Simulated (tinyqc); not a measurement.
## Six-transistor SRAM cell, nodal equations and margins: effect of the gain factor of the access transistor

Two cross-coupled inverters (pull-down bn, pull-up bp) hold the nodes Q and QB; access transistors (ba, threshold VTn, gate on the word line at Vdd when selected) join them to the bit lines. Transistor (EKV form, voltages against the body): I = 2 n b Vt^2 [F(vp - Vs) - F(vp - Vd)] from drain to source, F(v) = ln^2(1 + exp(v/(2 Vt))), vp = (Vg - VT + sg |Vd - Vs|)/n. n-channel bodies are at 0; for the p-channel device all voltages are counted down from Vdd. b in uA/V^2 gives I in uA. For an access transistor the bit line is the drain and the node the source. In a read both bit lines are at Vdd. The cell is symmetric (no mismatch).

f(x) is the node voltage of one half-cell for input x: In = Ip in hold, In = Ip + Ia in a read. Static noise margin: side of the largest square between the curve (x, f(x)) and its mirror image (f(y), y); with h(c) the root x of f(x) - x = c, it is the maximum over c > 0 of h(c) - h(-c) + c. Q is the low node in a read and Iread the current of its access transistor. The write trip is the voltage to which the bit line of the high node must fall (the other staying at Vdd) for that state to vanish; higher is easier, and a negative value means that a grounded bit line does not write.

Inputs (values chosen for the exercise):
- T = 273 K (temperature)
- Vdd = 0.9 V (supply voltage)
- n = 1.32 (slope factor)
- sg = 0.115 (drain-induced barrier lowering)
- VTn = 0.31 V (n-channel threshold)
- VTp = 0.41 V (p-channel threshold (magnitude))
- bn = 330 uA/V^2 (gain factor of the pull-down transistor)
- bp = 130 uA/V^2 (gain factor of the pull-up transistor)

Constants: q = 1.602176634e-19 C, kB = 1.380649e-23 J/K, Vt = kB T/q. Results are converted to the units shown.

The same in every row: hold margin (mV) = 305.2.

Result of one run:
```
read margin (mV),Q in a read (mV),Iread (uA),write trip (mV)
107.1,156.0,25.91,335.4
```

Which gain factor of the access transistor ba gave this result: 110, 160, 220 or 310 uA/V^2?

ba = 310 uA/V^2.

The whole series:
```
ba (uA/V^2),read margin (mV),Q in a read (mV),Iread (uA),write trip (mV)
82,198.6,61.89,11.36,104.1
110,180.0,78.02,14.09,170.6
160,154.6,102.7,18.08,241.2
220,132.0,127.0,21.79,290.7
310,107.1,156.0,25.91,335.4
430,83.31,185.7,29.72,372.0
```

As ba goes from 82 to 430 uA/V^2, the read margin falls from 199 to 83.3 mV, the write trip rises from 104 to 372 mV and Iread rises from 11.4 to 29.7 uA. The read margin is 0.65 of the hold margin in the first row and 0.27 in the last. Read stability and write ability pull in opposite directions. At ba = 430 uA/V^2 the read margin is under 100 mV, which threshold mismatch, left out here, can use up in a large array.

tinyqc, about 0.2 s, one thread, Intel Xeon 2.30GHz (shared host): `OMP_NUM_THREADS=1 python tinyqc.py 2340126 2340127 out.jsonl`
